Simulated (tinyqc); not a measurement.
Worked calculation: valley splitting of a silicon quantum well in envelope theory. Values are carried at full precision from step to step, so a last printed digit may differ when a step is redone from the rounded ones.

Constants: hbar^2/2m0 = 3.80998211 eV angstrom^2; kB = 8.617333262e-05 eV/K.

Inputs chosen for the exercise (near those of a strained Si well in SiGe; the results hold for these values, not for the real material):
- k0 = 0.833 2 pi/a (valley position)
- a = 5.431 angstrom (lattice constant)
- ml = 0.932 m0 (mass along z)
- F = 1.5 mV/nm (field pressing towards the upper interface)
- w = 0.7 angstrom (interface width parameter)
- L = 70 angstrom (well width)
- V0 = 0.19 eV (conduction offset)
- C0 = 0.273 (Bloch overlap factor)
- Yb = 0.27 (Ge share of the barrier)
- Yw = 0 (Ge share of the well)
- ad = 170 angstrom (dot radius)

## Wave number and lengths

q = 2 k0 (2 pi/a), its wavelength, the field length (c/(ml e F))^(1/3) with c = hbar^2/2m0 and 1 mV/nm = 1e-4 eV/angstrom, and the damping factor y/sinh(y), y = pi q w, of a step smoothed as 1/(1 + exp(z/w)).

q = 1.9274 1/angstrom
wavelength = 3.260 angstrom
field length = 30.1 angstrom
damping factor = 0.122

## The envelope

The well lies at 0 < z < L; U(z) = V0 [1/(1 + exp(z/w)) + 1/(1 + exp((L - z)/w))] - e F z, 1 mV/nm = 1e-4 eV/angstrom. The envelope psi solves -(c/ml) psi'' + U psi = E psi, c = hbar^2/2m0, by three-point differences on a grid of 0.1 angstrom from -40 to L + 40 angstrom. The two valleys at +/- k0 couple through D = C0 times the integral of exp(-i q z) U(z) psi^2, q = 2 k0 (2 pi/a), and split by Ev = 2|D|.

Two lowest levels, mean position, and psi^2 at both interfaces.

levels (meV): 1.03  20.72

<z> = 38.1 angstrom
psi^2 at z = 0 and L (1/angstrom): 0.000490  0.00122

The field makes psi^2 at the upper interface 2.49 times that at the lower one. The orbital spacing is 19.7 meV.

## Contributions to the coupling

Split D into the lower barrier, the upper barrier and the field term.

Parts of D (micro-eV):

| part | real | imaginary | size |
|---|---|---|---|
| lower barrier | 1.384 | 1.068 | 1.748 |
| upper barrier | -3.789 | 2.151 | 4.357 |
| field term | -0.006 | 0.002 | 0.006 |

## Valley splitting and phase

The inter-valley coupling D is the sum of the complex parts; Ev = 2|D|, the valley phase is arg D, and kB T equals Ev at T = Ev/kB.

Ev = 8.05 micro-eV
phase = 2.21 rad
T = 0.093 K

The upper barrier gives the largest part.

## Alloy disorder

Random alloy: with Y(z) = Yw + (Yb - Yw) B(z), B the bracket in U, and in-plane density exp(-r^2/ad^2)/(pi ad^2), D gains a random complex part of variance sigma^2 = (C0^2/pi)(a^2 V0/(8 ad (Yb - Yw)))^2 (4/a) times the integral of psi^4 Y (1 - Y). Alone it gives a mean splitting sqrt(pi) sigma; together with the smooth part the rms splitting is 2 sqrt(|D|^2 + sigma^2).

Give the integral, sigma, the mean splitting from disorder alone and the rms total.

integral = 8.00e-07 1/angstrom
sigma = 1.8 micro-eV
sqrt(pi) sigma = 3.2 micro-eV
rms splitting = 8.8 micro-eV

|D|/sigma = 2.23: the smooth part dominates, and the splitting scatters from dot to dot by about sqrt2 sigma, 32 % of Ev; this needs interfaces sharper than most grown wells have.

## Checks

- Lowest level for sharp walls and no field against the square well, meV: both 6.4.
- Size of one barrier part in that case against C0 V0 psi(0)^2/sqrt(q^2 + 4 kappa^2), micro-eV: both 22.

Computed by tinyqc, a small Python program: `OMP_NUM_THREADS=1 python tinyqc.py 1250001 1250002 out.jsonl` (the numbers bound the seed that draws the inputs); one thread of a shared host (Intel(R) Xeon(R) Processor @ 2.30GHz), about 0.08 s for the whole set of steps.
